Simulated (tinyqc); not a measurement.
MOS inversion layer, Poisson-Schroedinger loop: two steps of the calculation.

Electrons confined at an insulator interface at z = 0, treated as a hard wall; parabolic valleys, Hartree approximation, no image or exchange terms. The depletion charge lies far deeper than the electrons and gives a uniform field q Nd/(eps0 eps_r); the gate balances all charge. Energies are counted from the band edge at the interface.

Inputs (values chosen for the exercise); masses and permittivity close to those of silicon (100):
- T = 300 K (temperature)
- eps_r = 11.6 (relative permittivity)
- mz1 = 0.906 m0 (mass along z of valley set A (2 valley(s)))
- md1 = 0.188 m0 (in-plane density-of-states mass of set A)
- mz2 = 0.188 m0 (mass along z of valley set B (4 valley(s)))
- md2 = 0.41 m0 (in-plane density-of-states mass of set B)
- Ns = 6.7e12 cm^-2 (sheet density of electrons)
- Nd = 3.9e12 cm^-2 (sheet density of depletion charge)
- dE = 0 eV (extra shift of set B (strain))
- hz = 0.61 nm (mesh step)

Constants: q = 1.602176634e-19 C, kB = 1.380649e-23 J/K, hbar = 1.054571817e-34 J s, m0 = 9.1093837015e-31 kg, Vt = kB T/q, eps0 = 8.8541878128e-14 F/cm where lengths are in cm, hbar^2/(2 m0) = 0.0380998212 eV nm^2. Results are converted to the units shown.

Problem 1. Converged levels, occupations and centroid. Tridiagonal Hamiltonian with psi = 0 one step beyond both ends: H_ii = C (1/m_(i-1/2) + 1/m_(i+1/2))/hz^2 + V0_i + U_i (+ dE for the set B), H_(i,i+1) = -C/(m_(i+1/2) hz^2), C = hbar^2/(2 m0). The lowest 2 level(s) of each valley set are kept, normalised to hz sum |psi|^2 = 1. The mass is the same on all intervals.

Level k holds N_k = D_k Vt ln(1 + exp((EF - E_k)/Vt)) with D = 2 md1 m0 q/(pi hbar^2) for the set A, D = 4 md2 m0 q/(pi hbar^2) for the set B per eV (spin included); EF is fixed by sum N_k = Ns.

Solve for the levels with V0 + U, find EF, n_i = sum_k N_k |psi_k|^2 (in cm^-3); share of each level N_k/Ns; centroid sum n z/sum n.

```
node	z (nm)	fixed potential V0 (eV)	converged U (eV)
1	0.61	0.03711061	0.06375405
2	1.22	0.07422122	0.10340942
3	1.83	0.11133184	0.12007759
4	2.44	0.14844245	0.12658426
5	3.05	0.18555306	0.12920405
6	3.66	0.22266367	0.13025235
7	4.27	0.25977428	0.13065472
8	4.88	0.29688490	0.13080021
9	5.49	0.33399551	0.13084920
10	6.1	0.37110612	0.13086451
11	6.71	0.40821673	0.13086896
12	7.32	0.44532734	0.13087016
13	7.93	0.48243796	0.13087047
14	8.54	0.51954857	0.13087054
15	9.15	0.55665918	0.13087055
16	9.76	0.59376979	0.13087055
```

Give: levels; EF; shares; n; centroid.

Solution 1.

levels (eV): A1 0.2179, A2 0.3242, B1 0.3278, B2 0.4896
EF = 0.2471 eV
shares (%): A1 85.57, A2 3.00, B1 11.40, B2 0.02
n, node 1 to 16 (in units of 1e19 cm^-3): 4.152  3.960  1.751  0.670  0.271  0.111  0.044  0.017  0.006  0.002  0.001  0.000  0.000  0.000  0.000  0.000
centroid = 1.252 nm

Problem 2. Closed-form estimates. Triangular well: E_k = a_k (C F^2/mz)^(1/3), a_1 = 2.338107, a_2 = 4.087949, C = hbar^2/(2 m0), F in eV/nm. Fang-Howard (all electrons in the lowest level of set A): b^3 = 6 (mz1/C) q (Nd + 11 Ns/32)/(eps0 eps_r), centroid 3/b, level C b^2/(4 mz1) + (3/b) q (Nd + 11 Ns/16)/(eps0 eps_r). Use F = q (Nd + Ns)/(eps0 eps_r), the surface field, and F = q (Nd + Ns/2)/(eps0 eps_r).

Give: A1 with the surface field; A1 with Nd + Ns/2; A2 with Nd + Ns/2; b; Fang-Howard centroid; Fang-Howard level.

Solution 2.

A1 with the surface field = 0.2449 eV
A1 with Nd + Ns/2 = 0.1901 eV
A2 with Nd + Ns/2 = 0.3325 eV
b = 2.399 1/nm
Fang-Howard centroid = 1.251 nm
Fang-Howard level = 0.2264 eV

Program tinyqc, `OMP_NUM_THREADS=1 python tinyqc.py 2160152 2160153 out.jsonl`; Intel Xeon 2.30GHz, shared host, one thread, about 0.9 s.
